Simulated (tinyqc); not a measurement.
Plane-wave Kohn-Sham cycle with exchange-only LDA in a layered model solid, step by step. One step of it, computed by the program tinyqc.

Task: Iteration 2: potential. V_H(G) = 4 pi rho(G)/G^2 for G != 0 (uniform background); v_x = -(3 rho/pi)^(1/3); V = V_ext + V_H + v_x; Fourier components f(G_m) = (1/N) sum_j f(x_j) exp(-i G_m x_j).

A solid whose potential varies along x alone (atomic units):
```
parameter                      value
period a                   10.200000
cross-section of the cell  35.000000
electrons per cell                 2
grid points                       16
plane waves -n..n, n               3
k points                           4
V1 in V1 cos(2 pi x/a)     -0.390000
V2 in V2 cos(4 pi x/a)     -0.040000
```

density after iteration 1 (e/bohr^3): 0.01105016  0.00950484  0.00638818  0.00418698  0.00363079  0.00396757  0.00443838  0.00474957  0.00485306  0.00474957  0.00443838  0.00396757  0.00363079  0.00418698  0.00638818  0.00950484

Give: Potentials on the grid; V(G_m), m = 0, 1, 2, ....

Result:

Potentials on the grid (hartree):
```
x       V_ext     V_H     v_x       V
0.000  -0.430   0.096  -0.219  -0.554
0.637  -0.389   0.082  -0.209  -0.515
1.275  -0.276   0.050  -0.183  -0.409
1.913  -0.121   0.013  -0.159  -0.267
2.550   0.040  -0.017  -0.151  -0.129
3.188   0.178  -0.038  -0.156  -0.017
3.825   0.276  -0.051  -0.162   0.063
4.463   0.332  -0.057  -0.166   0.109
5.100   0.350  -0.059  -0.167   0.124
5.737   0.332  -0.057  -0.166   0.109
6.375   0.276  -0.051  -0.162   0.063
7.013   0.178  -0.038  -0.156  -0.017
7.650   0.040  -0.017  -0.151  -0.129
8.287  -0.121   0.013  -0.159  -0.267
8.925  -0.276   0.050  -0.183  -0.409
9.562  -0.389   0.082  -0.209  -0.515
```

V(G_m), m = 0, 1, 2, ... (hartree): -0.172  -0.168  -0.022  -0.002  0.000  0.000  0.000
